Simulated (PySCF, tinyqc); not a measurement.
Coupled-perturbed Hartree-Fock on RHF in the sto-3g basis, for H6, spin multiplicity 1, step by step. The lowest restricted solution is unstable here: a spin-polarised one lies 0.0609 hartree lower (PySCF). One step of it, computed by the program tinyqc.

Problem. Response to a field: uncoupled start. Field along z; U_ai = -mu_ai / (e_a - e_i), alpha = -4 sum U_ai mu_ai.

orbital energies (hartree): [-0.644070, -0.513187, -0.264091, 0.130739, 0.553571, 0.948560]

dipole integrals <a|z|i> (bohr), order a4, a5, a6:
```
[[-0.198937, -0.001471, -3.090763],
 [-0.000639, -0.182311, -0.001158],
 [0.007190, -0.000561, -0.227449]]
```

Give: uncoupled U; uncoupled polarisability.

Solution.

uncoupled U, order a4, a5, a6:
```
[[0.2568, 0.0023, 7.8281],
 [0.0005, 0.1709, 0.0014],
 [-0.0045, 0.0004, 0.1876]]
```

uncoupled polarisability = 97.2789 bohr^3
